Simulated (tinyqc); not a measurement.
## Doping and flat-band voltage from two insulator thicknesses

Question. A junctionless wire is fully depleted at VT = Vfb - q Nd R^2/(4 eps0 eps_r) - q Nd R^2 ln(1 + tox/R)/(2 eps0 eox). Find Nd and Vfb.

Values chosen for this exercise; material values those of a made-up semiconductor: relative permittivity of the semiconductor eps_r = 9.86; relative permittivity of the gate insulator eox = 9; wire radius R = 4 nm.

Constants: q = 1.602176634e-19 C, eps0 = 8.8541878128e-14 F/cm where lengths are in cm. Results are converted to the units shown.

VT at tox = 5 and 11 nm (V): [0.38193018, 0.20938568]

Solution. The difference of the thresholds is proportional to Nd and holds no Vfb.

Nd = 2.10e19 cm^-3
Vfb = 0.810 V

Numbers from tinyqc (`OMP_NUM_THREADS=1 python tinyqc.py 2460132 2460133 out.jsonl`; about 0.01 s on one thread of a shared Intel Xeon 2.30GHz).
